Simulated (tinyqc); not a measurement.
p-type polysilicon, carrier trapping at grain boundaries: one step of the calculation.

One-dimensional grains of size Lg, uniform ionised doping N, monovalent traps Qt at each boundary at a depth Et below (for electrons) or above (for holes) the band edge there, abrupt depletion of width W on each side of a boundary, Boltzmann statistics. xi is the distance from the band edge at the grain centre to the Fermi level. Trapped charge Qt/(1 + exp((xi + VB - Et)/Vt)) = 2 N W, barrier VB = q N W^2/(2 eps0 eps_r).

Task. Depletion width, Fermi level and barrier. If the trap equation with xi = Vt ln(NB/N) has a root W < Lg/2, the grain is partly depleted; otherwise W = Lg/2 and the trap equation gives xi = Et - VB + Vt ln(Qt/(N Lg) - 1). N* = Qt/Lg.

Parameters, values chosen for the exercise; values of the order met in polycrystalline silicon:

| symbol | value | unit | meaning |
|---|---|---|---|
| T | 300 | K | temperature |
| eps_r | 11.7 |  | relative permittivity |
| NB | 2.65e19 | cm^-3 | valence-band density of states at T |
| Lg | 17 | nm | grain size |
| Qt | 1.2e12 | cm^-2 | trap density of a grain boundary |
| Et | 0.37 | eV | depth of the trap level from the majority band edge at the boundary |
| N | 4.5e18 | cm^-3 | doping |

Constants: q = 1.602176634e-19 C, kB = 1.380649e-23 J/K, Vt = kB T/q, eps0 = 8.8541878128e-14 F/cm where lengths are in cm. Results are converted to the units shown.

Give: N*; W; xi; VB; share of traps filled.

Result.

N* = 7.0588e17 cm^-3
W = 1.3333 nm
xi = 0.045837 V
VB = 0.0061863 V
share of traps filled = 1.0000

N is 6.37 N*, and the grain is partly depleted; VB = 0.239 Vt.

Program tinyqc, `OMP_NUM_THREADS=1 python tinyqc.py 2830071 2830072 out.jsonl`; Intel Xeon 2.30GHz, shared host, one thread, about 0.01 s.
